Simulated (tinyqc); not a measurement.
From conductivity sigma back to net doping N: two-band model of a narrow-gap semiconductor with electrons and holes. Computed by tinyqc, a small Python program. Command: `OMP_NUM_THREADS=1 python tinyqc.py 3001188 3001189 out.jsonl bipolar inv`. One thread of a shared host (Intel(R) Xeon(R) Processor @ 2.30GHz), about 0.06 s of CPU time with the checks.

Two parabolic bands with acoustic scattering (r = -1/2, a = 0), a gap that does not change with T, and fully ionised dopants. Melting is ignored, so values above the melting point are formal, and kappa_L does not change with T. eta_n = (E_F - E_c)/(k_B T), eta_p = -eta_n - E_g/(k_B T).

Inputs (values chosen for the exercise, modelled on Bi2Te3):
```
quantity                              value        unit
electron mass m_n                       0.9         m_0
hole mass m_p                           1.1         m_0
electron mobility parameter mu_300,n    490  cm^2/(V s)
hole mobility parameter mu_300,p        390  cm^2/(V s)
temperature exponent p                  1.5           -
band gap E_g                           0.16          eV
lattice thermal conductivity kappa_L    0.8     W/(m K)
temperature T                           800           K
```

Doping: p-type.

Constants: k_B = 8.617333262e-05 eV/K; m_0 = 9.1093837015e-31 kg; k_B = 1.380649e-23 J/K; hbar = 1.054571817e-34 J s; e = 1.602176634e-19 C.

Method:
- With x = E/(k_B T), a = alpha k_B T (0 for a parabolic band), G = x (1 + a x), D = 1 + 2 a x and <y> = int y f (1 - f) dx, f = 1/(1 + exp(x - eta)): tau = tau_0 G^r/D; transport function s = G^(3/2 + r)/D^2; n = N_0 <G^(3/2)> with N_0 = (2 m k_B T)^(3/2)/(3 pi^2 hbar^3).
- Integrals over x = E/(k_B T) use 160 Gauss-Legendre points in u = sqrt(x) from 0 to sqrt(max(eta, 0) + 32).
- Neutrality: p - n = N, with n = N_0(m_n) <x^(3/2)> at eta_n and p = N_0(m_p) <x^(3/2)> at eta_p.
- sigma = e mu_0 N_0 <s> with mu_0 = e tau_0/m = mu_300 (T/300 K)^(-p); |S| = (k_B/e)(<x s>/<s> - eta); Lorenz number L = (k_B/e)^2 (<x^2 s>/<s> - (<x s>/<s>)^2); kappa_e = L sigma T; zT = S^2 sigma T/(kappa_L + kappa_e).
- Hall factor r_H = <x^(3/2)> <x^(1/2)>/<s>^2.
- Both bands together (these totals replace the one-band zT): sigma = sigma_n + sigma_p; S = (sigma_p |S_p| - sigma_n |S_n|)/sigma; kappa_bip = (sigma_n sigma_p/sigma)(|S_n| + |S_p|)^2 T; kappa_e = (L_n sigma_n + L_p sigma_p) T; zT = S^2 sigma T/(kappa_L + kappa_e + kappa_bip); weak-field R_H = (r_p sigma_p^2/p - r_n sigma_n^2/n)/(e sigma^2), where the Hall factors r_n and r_p are <x^(3/2)> <x^(1/2)>/<s>^2.

Question. A run gave the result below. Find the net doping N, known to lie between 5.4e+19 and 1.3e+20 1/cm^3.

conductivity sigma = 930.1956 S/cm

Answer.

Each step takes the trial c = (a f_b - b f_a)/(f_b - f_a), f being the result less the target and a, b, c the logarithms of the listed values; c replaces end b, the old b replaces a if the sign of f changed, and otherwise f_a is halved.

Scan of the range:
```
net doping N (1/cm^3)  conductivity sigma (S/cm)
5.40e+19                                  857.11
6.25e+19                                  904.06
7.24e+19                                  963.43
8.38e+19                                 1036.50
9.70e+19                                 1125.57
1.12e+20                                 1230.55
1.30e+20                                 1359.54
```

False position (Illinois rule, in the logarithm of the input) inside the bracket:
```
step        end a        end b        trial  conductivity sigma (S/cm)
1     6.25000e+19  7.24000e+19  6.66794e+19                    928.579
2     7.24000e+19  6.66794e+19  6.69344e+19                    930.103
3     7.24000e+19  6.69344e+19  6.69637e+19                    930.278
4     6.69344e+19  6.69637e+19  6.69500e+19                    930.196
5     6.69637e+19  6.69500e+19  6.69500e+19                    930.196
```

Conductivity sigma rises at every point of a 13-point scan of the range (every second point is shown), so one value fits; it is bracketed by 6.25e19 and 7.24e19. Answer: net doping N = 6.695e19 1/cm^3.
